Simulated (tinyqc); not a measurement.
Size effects in the resistivity of thin metal films and interconnect lines: one step, computed by the program tinyqc.

Electrons lose their drift at surfaces (a share 1 - p of the hits) and at grain boundaries (reflection R), besides bulk scattering. The line sits in a trench with a non-conducting liner on both walls and the bottom; the spacing equals the drawn width.

Question. Metal cross-section. Metal width w_m = w - 2t, height h_m = (aspect ratio) w - t, grain size D = (ratio) w_m.

Inputs (values chosen for the exercise, modelled on silver):

| quantity | value | unit |
|---|---|---|
| drawn line width w | 27 | nm |
| grain size over metal width | 0.55 | - |
| aspect ratio (height over width) | 2.1 | - |
| liner thickness t | 0.9 | nm |

Geometry: line.

Give: metal width w_m; metal height h_m; grain size D; share of the trench filled by metal.

Answer.

metal width w_m = 25.2 nm

metal height h_m = 55.8 nm

grain size D = 13.86 nm

share of the trench filled by metal = 91.852 %
